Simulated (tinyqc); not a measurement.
Double-gate transistor, scale length and short-channel effects: two steps of the calculation.

A body of thickness ts between two insulators of thickness ti and two tied gates. Below threshold the potential that source and drain add obeys Laplace's equation and vanishes on the gate. Its lowest mode decays along the channel as exp(-k y); k is the smallest positive root of the matching condition at the interface, and the scale length is Lambda = pi/k.

Parameters, values chosen for the exercise; permittivities: semiconductor close to that of silicon, insulator close to that of hafnium oxide: relative permittivity of the semiconductor eps_r = 11.7; relative permittivity of the insulator ei = 21.2; insulator thickness ti = 9.6 nm; body thickness ts = 10.3 nm.

Task 1. Decay constant by Newton steps. f(k) = ei cos(k ti) cos(k ts/2) - eps_r sin(k ti) sin(k ts/2); f' by a central difference with +/- 1e-5 1/nm; k(new) = k - f/f'.

k at the start = 0.1 1/nm

Give: f; f'; k after iteration 1.

Result 1.

f = 5.8608
f' = -250.62 nm
k after iteration 1 = 0.12339 1/nm

Task 2. Scale length against simple estimates. Lambda = pi/k and l = 1/k. A parabolic potential across the structure gives l(parabolic) = sqrt((eps_r/(2 ei)) ts ti (1 + ei ts/(4 eps_r ti))).

k = 0.12336814 1/nm

Give: Lambda; l; l(parabolic).

Result 2.

Lambda = 25.465 nm
l = 8.1058 nm
l(parabolic) = 6.3676 nm

Numbers from tinyqc (`OMP_NUM_THREADS=1 python tinyqc.py 2420104 2420105 out.jsonl`; about 0.01 s on one thread of a shared Intel Xeon 2.30GHz).
